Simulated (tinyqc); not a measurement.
## A discretised effective-mass wire between two leads, recursive Green functions: transmission against energy

Finite differences on a grid of step a give a chain with hopping -t, t = C/(m a^2), C = hbar^2/(2 m0), and site energies 2 t + U_i for the N = 7 sites of the device; the semi-infinite leads have site energy 2 t. Each slice is one site, and V = -t couples neighbouring slices.

Sigma = t^2 g(E - 2 t), g(x) = (x - i sqrt(4 t^2 - x^2))/(2 t^2) for |x| < 2 t and (x - sign(x) sqrt(x^2 - 4 t^2))/(2 t^2) otherwise; Gamma = i (Sigma - Sigma^dagger); both leads give the same. Forward pass: g_1 = (E - H_1 - Sigma)^(-1), g_i = (E - H_i - V g_(i-1) V^dagger)^(-1), with Sigma also subtracted on the last slice; G_(i,1) = g_i V G_(i-1,1), starting from g_1. H_i is the block of slice i, its site energy. T(E) = Tr[Gamma G_(N,1) Gamma G_(N,1)^dagger].

Inputs (values chosen for the exercise):
- m = 0.05 m0 (effective mass)
- a = 1.4 nm (grid step)
- U = [0.27, 0.27, 0, 0, 0, 0.27, 0.27] eV (potential on the sites 1 to N)

Constants: q = 1.602176634e-19 C, hbar = 1.054571817e-34 J s, m0 = 9.1093837015e-31 kg, hbar^2/(2 m0) = 0.0380998212 eV nm^2. Results are converted to the units shown.

Results:
```
E (eV),open modes,T(E),T(E) per open mode
0.008,1,2.511e-4,2.511e-4
0.052,1,0.007905,0.007905
0.097,1,0.2728,0.2728
0.185,1,0.1080,0.1080
0.23,1,0.1071,0.1071
0.274,1,0.1489,0.1489
0.318,1,0.2569,0.2569
0.363,1,0.5127,0.5127
0.407,1,0.8940,0.8940
0.451,1,0.9753,0.9753
0.496,1,0.7846,0.7846
0.54,1,0.6483,0.6483
```

Estimate the missing row, E = 0.141 eV.

Computed row:
```
E (eV),open modes,T(E),T(E) per open mode
0.141,1,0.2421,0.2421
```

With this row back in the table: T(E) lies between 2.51e-4 (E = 0.008 eV) and 0.975 (E = 0.451 eV) in these rows. The leads offer 1 open mode(s), of which the mean share 0.38 is transmitted. In 7 of the 13 rows E exceeds 0.6 t, where the lattice band lies more than 5 % below the parabola at the same k, so the grid is coarse for a continuum model.

tinyqc, about 0.03 s, one thread, Intel Xeon 2.30GHz (shared host): `OMP_NUM_THREADS=1 python tinyqc.py 2660114 2660115 out.jsonl`
